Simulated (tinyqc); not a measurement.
Comparisons within one model: inter-valley coupling by envelope functions against a chain of atomic planes. A value that a table varies takes the place of the one given here.

Chain: E(phi) = e0 + 2 v cos(phi) + 2 u cos(2 phi), cos(phi0) = -v/(4u), e0 = 2u + v^2/(4u); plane j = 0, 1, ... has the potential V_j = dE x_j + F (j - 30) a/4 (1 MV/m = 1e-4 V/angstrom). There are 30 barrier planes a side; with y = j - 29.5, x_j = xb (f(y) + f(Nw - y)), f(y) = 1/(1 + exp(y/L)), plus any Ge added in the well. The valley splitting is the spacing of the two lowest levels. Envelope theory: F_j solves a one-valley chain with hopping -b and diagonal 2b + V_j, b = 4u sin^2(phi0), sum F_j^2 = 1; the valleys couple by Dv = sum_j F_j^2 V_j exp(-2 i phi0 j) and split by 2|Dv|.

Parameters, chosen for this exercise (near those of the Delta valleys of silicon in a SiGe well; not measured data):
- a = 5.431 angstrom (lattice constant; planes lie a/4 apart)
- u = 0.606 eV (second-neighbour hopping)
- v = 0.521 eV (nearest hopping)
- Nw = 53 (planes in the well)
- L = 0.75 planes (interface width)
- xb = 0.23 (Ge fraction of the barriers)
- dE = 0.59 eV (offset per unit Ge fraction)
- F = 5 MV/m (field)
- xs = 0.04 (Ge fraction added on that plane)
- xw = 0.005 (mean Ge fraction of the wiggle)
- x0 = 9048 (start of the number sequence)
- na = 20000 (atoms a plane under the dot)
- js = 38 (plane j of a Ge spike (the well starts at j = 30))

## Position of the spike

The spike is moved through the well; position counted from the first well plane, j - 30.

Against position:
```
j - 30,"F_j^2, smooth",mean of the doublet (meV),"splitting, chain (micro-eV)",envelope,first order
3,0.01408,21.33,597,591,664
6,0.02370,21.53,1020,1012,1119
11,0.03620,21.81,1587,1578,1709
16,0.03964,21.91,1768,1761,1871
21,0.03466,21.79,1532,1527,1636
26,0.02545,21.58,1092,1091,1201
34,0.01142,21.26,490,489,539
42,0.00348,21.10,136,135,164
50,0.00051,21.03,30,31,24
```

The splitting is largest at plane 16 among these rows (1768 micro-eV), and the smooth envelope peaks at plane 15, counting all planes; without a spike it is 11. Where the splitting exceeds 20 micro-eV the envelope theory lies within 1.3 % of the chain and first order within 21 %.

## A periodic Ge profile (wiggle well)

periods (planes): pi/phi0 1.75761, pi/(pi - phi0) 2.31994

Added fraction xw (1 - cos(2 pi (j - 30)/p)) on the well planes; p = f times the resonant period pi/(pi - phi0). At resonance the estimate is dE xw.

Against period:
```
f,p (planes),mean of the doublet (meV),"splitting, chain (micro-eV)",envelope
0.90,2.0879,23.92,143,150
0.95,2.2039,23.88,1103,1131
0.98,2.2735,23.91,2500,2518
0.99,2.2967,23.92,2796,2800
1.00,2.3199,23.93,2906,2895
1.01,2.3431,23.93,2817,2796
1.02,2.3663,23.91,2557,2530
1.05,2.4359,23.88,1351,1318
1.10,2.5519,23.91,275,260
1.50,3.4799,23.93,17,17
3.00,6.9598,23.94,12,12
```

The splitting peaks at f = 1 with 2.91 meV, against the estimate dE xw = 2.95 meV, and is 0.86 and 0.88 of the value at f = 1 two per cent off to either side: the width of the resonance is set by the number of periods under the envelope. At f = 3 it is 12 micro-eV. The chain has one orbital a plane and knows only this resonance; longer periods that work through other bands are outside it.

## Random alloy fluctuations

A uniform fraction x is added on all planes. Each plane j then fluctuates by q sqrt(x_j (1 - x_j)/na) in Ge fraction, q = sqrt12 (z/2147483647 - 1/2) with z(new) = 16807 z mod 2147483647 from x0, restarted for each row; 24 samples. Theory: Dv is a complex Gaussian with sigma^2 = dE^2 sum F_j^4 x_j (1 - x_j)/na, and the mean splitting is sqrt(pi) sigma if the smooth part is negligible.

Splitting (micro-eV):
```
x,sigma,sqrt(pi) sigma,mean of 24,least,largest
0.00,12.9,22.9,24.1,7.9,46.8
0.01,71.3,126.4,123.4,36.0,264.4
0.02,99.6,176.5,173.4,48.8,376.4
0.05,154.2,273.3,270.4,74.6,591.7
0.10,211.9,375.6,372.9,102.5,818.1
```

Without added Ge the disorder sits in the barriers, where the state is small: mean 24.1 micro-eV, against 11 for the smooth well. With 5 % Ge in the well the mean is 270, theory 273, with a statistical error of about 11 % for 24 samples; the miss is -1 %, and since every row reuses one sequence the rows with added Ge miss alike. The spread grows with the mean: at 5 % the samples run from 75 to 592, so small splittings remain possible. sigma falls as 1/sqrt(na) for larger dots. A chain with one orbital a plane has no Bloch-function factor, which scales all these couplings down in fuller models.

## What each parameter does

Chain with the spike on plane js. Each row changes one parameter from the base and keeps the others.

Results:
```
case,level (meV),splitting (micro-eV)
base,21.657,1269.0
Nw = 59,21.532,1236.3
L = 1.25 planes,22.042,1207.4
xb = 0.28,21.971,1219.8
dE = 0.649 eV,21.868,1355.8
F = 7 MV/m,26.454,1580.2
js = 41,21.811,1586.7
xs = 0.052,21.824,1601.7
```

The largest shifts from the base row, up to three for each result and ties (the steps differ in size, so this ranks the rows, not the parameters). level (meV): F +4.796, L +0.385, xb +0.314. splitting (micro-eV): xs +332.7, js +317.7, F +311.1.

tinyqc: `OMP_NUM_THREADS=1 python tinyqc.py 1481148 1481149 out.jsonl`; about 0.1 s, one thread, shared Intel(R) Xeon(R) Processor @ 2.30GHz.
